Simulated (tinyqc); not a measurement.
# Nudged elastic band on a two-dimensional model surface, step by step

A worked calculation. Computed by tinyqc, a small Python program that keeps every step. Command: `OMP_NUM_THREADS=1 python tinyqc.py 3000106 3000107 out.jsonl neb walk`. One thread of a shared host (Intel(R) Xeon(R) Processor @ 2.30GHz), about 0.02 s of CPU time with the checks. Intermediate numbers are printed to about 5 digits and carried at full precision; extremes and crossings named in words are read from the listed rows.

V(x, y) = h u^2 + t x + (kappa/2)(y + c u)^2 with u = x^2/w^2 - 1; the path runs from the minimum near (-w, 0) to that near (w, 0).

Inputs (values chosen for the exercise, for a model surface): height h = 0.39 eV; half width w = 1 angstrom; transverse stiffness kappa = 3.4 eV/angstrom^2; curvature c = 0.84 angstrom; tilt t = -0.13 eV/angstrom; movable images n = 6; spring constant k_s = 3.5 eV/angstrom^2; step factor eta = 0.3 angstrom^2/eV; iteration cap = 100.

Surface: curved double well. Climbing image: on.

## Stationary points

Newton steps x(new) = x - H^-1 grad V (moves limited to 0.3 angstrom) from (-w, 0), (w, 0) and (0, c) give the two minima and the saddle.

positions (angstrom), rows start, end, saddle, columns x, y:
$$\begin{pmatrix}
-0.9554 & 0.0733 \\
1.0393 & -0.0674 \\
-0.0839 & 0.8341
\end{pmatrix}$$

energies (eV): start 0.12717, end -0.13260, saddle 0.39544

barrier from the start = 0.26827 eV

## Straight-line start

Images are spaced evenly on the line between the minima.

images at the start (angstrom), rows image 1, image 2, image 3, image 4, image 5, image 6, columns x, y:
$$\begin{pmatrix}
-0.67043 & 0.05318 \\
-0.38548 & 0.03309 \\
-0.10052 & 0.01300 \\
0.18444 & -0.00709 \\
0.46940 & -0.02717 \\
0.75436 & -0.04726
\end{pmatrix}$$

energies above the start (eV): [0.3629, 0.9966, 1.4070, 1.3517, 0.8398, 0.1319]

The highest image lies +1.1387 eV from the true barrier.

## Iteration 1

Tangent at image i: towards the higher neighbour if the energies rise or fall through i; at a maximum or minimum, tau = t+ dmax + t- dmin if V(i+1) > V(i-1), else t+ dmin + t- dmax, with t+ = R(i+1) - R(i), t- = R(i) - R(i-1) and dmax, dmin the larger and smaller of |V(i+1) - V(i)| and |V(i-1) - V(i)|; then normalise. Force F = -grad V + (grad V.tau) tau + k_s (|t+| - |t-|) tau. With a climbing image, the highest image feels instead F = -grad V + 2 (grad V.tau) tau and no spring. Update R(new) = R + eta F; the end points stay fixed.

unit tangents, rows image 1, image 2, image 3, image 4, image 5, image 6, columns x, y:
$$\begin{pmatrix}
0.99752 & -0.07032 \\
0.99752 & -0.07032 \\
0.99752 & -0.07032 \\
0.99752 & -0.07032 \\
0.99752 & -0.07032 \\
0.99752 & -0.07032
\end{pmatrix}$$

forces (eV/angstrom), rows image 1, image 2, image 3, image 4, image 5, image 6, columns x, y:
$$\begin{pmatrix}
0.0877 & 1.2434 \\
0.1534 & 2.1755 \\
0.8807 & 2.6859 \\
0.2015 & 2.8583 \\
0.1752 & 2.4851 \\
0.1095 & 1.5530
\end{pmatrix}$$

images after iteration 1 (angstrom), rows image 1, image 2, image 3, image 4, image 5, image 6, columns x, y:
$$\begin{pmatrix}
-0.64414 & 0.42619 \\
-0.33947 & 0.68574 \\
0.16370 & 0.81878 \\
0.24489 & 0.85040 \\
0.52196 & 0.71836 \\
0.78720 & 0.41863
\end{pmatrix}$$

## Iteration 2

The formulas are those given above.

unit tangents, rows image 1, image 2, image 3, image 4, image 5, image 6, columns x, y:
$$\begin{pmatrix}
0.76123 & 0.64848 \\
0.96228 & 0.27206 \\
0.96677 & 0.25563 \\
0.93186 & 0.36282 \\
0.90273 & -0.43021 \\
0.66272 & -0.74887
\end{pmatrix}$$

forces (eV/angstrom), rows image 1, image 2, image 3, image 4, image 5, image 6, columns x, y:
$$\begin{pmatrix}
-0.5905 & 0.3136 \\
0.2811 & 0.4020 \\
-1.4405 & -0.4851 \\
0.8399 & -0.0370 \\
0.2278 & -0.2811 \\
0.2590 & -0.4590
\end{pmatrix}$$

images after iteration 2 (angstrom), rows image 1, image 2, image 3, image 4, image 5, image 6, columns x, y:
$$\begin{pmatrix}
-0.82130 & 0.52027 \\
-0.25515 & 0.80635 \\
-0.26845 & 0.67327 \\
0.49686 & 0.83931 \\
0.59031 & 0.63402 \\
0.86489 & 0.28092
\end{pmatrix}$$

## All iterations

Start on the straight line; stop when the largest force is below 1e-4 or above 1e6 eV/angstrom.

Course of the band:
```
iteration  highest image (eV)  largest force (eV/angstrom)
1                  1.4070e+00                   2.8654e+00
2                  2.2787e-01                   1.5200e+00
3                  2.6272e-01                   2.0779e+00
4                  7.6611e-01                   2.5852e+00
5                  9.8440e-01                   4.2747e+00
6                  1.0466e+00                   4.8330e+00
7                  4.1053e+00                   5.4157e+00
8                  1.6862e+01                   1.0808e+01
9                  6.7561e+01                   2.4157e+01
10                 1.0577e+02                   8.9735e+01
11                 1.1480e+06                   1.5836e+05
12                 7.0588e+18                   6.1507e+14
```

Band at the end:
```
image  x (angstrom)  y (angstrom)       E (eV)
0                -1             0   3.6078e-12
1                -2             1   4.1262e+01
2                -7             0   2.8385e+03
3                 7            -7   2.2196e+03
4               -23           -10   4.1254e+05
5             45906         12119   7.0588e+18
6               -20           -10   2.2601e+05
7                 1             0  -2.5977e-01
```

energy of the highest image = 7.0588e+18 eV

iterations = 12

largest force at the end = 6.1507e+14 eV/angstrom

Tail of the force series: the residual grows: the iteration diverges

Not converged within 12 iterations: the residual grows: the iteration diverges.

Reruns converge with step factor eta = 0.05, iteration cap = 600. Reruns still fail with step factor eta = 7.5, iteration cap = 600; and with iteration cap = 600.
